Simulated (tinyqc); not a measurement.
What each parameter does: band gaps under pressure and temperature from deformation potentials.

Murnaghan: V/V0 = (1 + Bp P/B0)^(-1/Bp), B0 = (C11 + 2 C12)/3. Each gap moves by a ln(V/V0) with its volume potential a, and falls with temperature by aV T^2/(T + bV) (Varshni); the two effects are added. No change of phase is considered.

Values chosen for the exercise (near those of GaP, the X and L potentials typical of such crystals; the results hold for these values, not for the real material): Eg = 2.837 eV (gap at Gamma to the s-like level at 0 K, 0 GPa); EgX = 2.359 eV (gap to X at 0 K, 0 GPa); EgL = 2.749 eV (gap to L at 0 K, 0 GPa); C11 = 139.3 GPa; C12 = 62.7 GPa; Bp = 4.99 (pressure derivative of the bulk modulus); aG = -9.83 eV (volume potential of the Gamma gap); aX = 1.86 eV (volume potential of the X gap); aL = -4.47 eV (volume potential of the L gap); aV = (0.566, 0.574, 0.564) meV/K (Varshni alpha of Gamma, X, L); bV = (378, 397, 362) K (Varshni beta of Gamma, X, L); P = 2.9 GPa (pressure); T = 300 K (temperature).

Gaps at P and T.

One parameter was then changed.

Results before and after:
```
case     Gamma (eV)  X (eV)  L (eV)
base         3.0610  2.2283  2.8084
changed      3.0610  2.2339  2.8084
```

Which of these changes was made? (a) T = 350 K; (b) Bp = 4.491; (c) aG = -8.847 eV; (d) aL = -4.023 eV; (e) C12 = 56.43 GPa; (f) C11 = 125.37 GPa; (g) P = 3.19 GPa; (h) aX = 1.674 eV.

Answer: (h) aX = 1.674 eV. Of the candidates, run in turn, only this one gives the changed row.

All candidates:
```
case              Gamma (eV)  X (eV)  L (eV)
base                  3.0610  2.2283  2.8084
T = 350 K             3.0409  2.2083  2.7880
C11 = 125.37 GPa      3.0764  2.2254  2.8154
C12 = 56.43 GPa       3.0748  2.2257  2.8146
Bp = 4.491            3.0632  2.2279  2.8094
aG = -8.847 eV        3.0311  2.2283  2.8084
aX = 1.674 eV         3.0610  2.2339  2.8084
aL = -4.023 eV        3.0610  2.2283  2.7948
P = 3.19 GPa          3.0886  2.2231  2.8209
```

tinyqc: `OMP_NUM_THREADS=1 python tinyqc.py 1050542 1050543 out.jsonl`; about 0.01 s, one thread, shared Intel(R) Xeon(R) Processor @ 2.30GHz.
